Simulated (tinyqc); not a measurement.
## Inductance and parasitic capacitance from two readings

Problem. A loss-free coil L in parallel with C shows the apparent inductance L/(1 - w^2 L C), w = 2 pi f. Find L, C and the self-resonance 1/(2 pi sqrt(L C)).

apparent inductance at 2.3 and 4.6 GHz (nH): [7.0941137, 13.880318]

Solution. The inverse of the reading is 1/L - w^2 C, a straight line in w^2.

L = 6.100 nH
C = 110.0 fF
self-resonance = 6.144 GHz

Program tinyqc, `OMP_NUM_THREADS=1 python tinyqc.py 2302125 2302126 out.jsonl`; Intel Xeon 2.30GHz, shared host, one thread, about 0.01 s.
